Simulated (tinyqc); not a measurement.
Gate sheet resistance from two finger widths.

Question. At low frequency R = Rsh Wf/(3 L) + B/Wf, where B collects the channel and vertical terms. Find Rsh, B and the width of lowest R.

Inputs (values chosen for the exercise):
- L = 0.22 um (channel length)

input resistance of single fingers, contacted at one end, of width 1.3 and 10 um (ohm): 58.666667  73.166667

Answer. R Wf is a straight line in Wf^2; the minimum of R lies where both terms are equal.

Rsh = 4.40 ohm/square
B = 65.0 ohm um
width of lowest R = 3.12 um

Numbers from tinyqc (`OMP_NUM_THREADS=1 python tinyqc.py 2262173 2262174 out.jsonl`; about 0.01 s on one thread of a shared Intel Xeon 2.30GHz).
